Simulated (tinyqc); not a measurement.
Three ways to interpolate a mass: alloy A(1-x)B(x) by interpolation with bowing.

Each gap follows E(x) = (1 - x) E_A + x E_B - C x (1 - x); the lattice constant follows Vegard, a(x) = (1 - x) a_A + x a_B.

Mass at Gamma from the Kane formula 1/m = F + Ep (Eg + 2 Dso/3)/(Eg (Eg + Dso)). F is fixed by the masses of A and B and interpolated linearly, as is Ep; Eg and Dso carry their bowing.

Inputs chosen for the exercise (A near GaSb, B near GaAs; not measured data):
- Eg = (0.811, 1.54) eV (gap at Gamma to the s-like level of A, B)
- Dso = (0.754, 0.34) eV (spin-orbit splitting of A, B)
- Ep = (26.8, 25.3) eV (Kane energy of A, B)
- me = (0.0389, 0.0662) m0 (electron mass at Gamma of A, B)
- C = (1.492, 1.268, 1.066) eV (bowing of the Gamma, X and L gaps)
- Cs = 0.67 eV (bowing of Dso)

Linear in m, linear in 1/m, and the Kane formula.

Masses (m0):
```
x      Eg (eV)  linear in m  linear in 1/m    Kane  Kane m/Eg (1/eV)
0.000    0.811       0.0389         0.0389  0.0389            0.0480
0.125    0.739       0.0423         0.0410  0.0349            0.0472
0.250    0.714       0.0457         0.0434  0.0331            0.0464
0.375    0.735       0.0491         0.0460  0.0335            0.0456
0.500    0.802       0.0525         0.0490  0.0360            0.0448
0.625    0.917       0.0560         0.0524  0.0405            0.0441
0.750    1.078       0.0594         0.0563  0.0471            0.0436
0.875    1.286       0.0628         0.0609  0.0557            0.0433
1.000    1.540       0.0662         0.0662  0.0662            0.0430
```

What can be read from this table?

At x = 0.5 the three give 0.0525, 0.0490 and 0.0360; judged by the largest distance, the Kane value is closer to the interpolation in 1/m (largest distances 0.0166 m0 from the rule in m, 0.0130 m0 from the rule in 1/m), and it dips below both end values, following the bowed gap, which neither rule can do. The ratio m/Eg varies by a factor of 1.12 while the gap varies by 2.16; a constant ratio is the two-band rule m = Eg/Ep at fixed Ep.

Computed by tinyqc, a small Python program: `OMP_NUM_THREADS=1 python tinyqc.py 1051464 1051465 out.jsonl` (the numbers bound the seed that draws the inputs); one thread of a shared host (Intel(R) Xeon(R) Processor @ 2.30GHz), about 0.01 s for the whole set of steps.
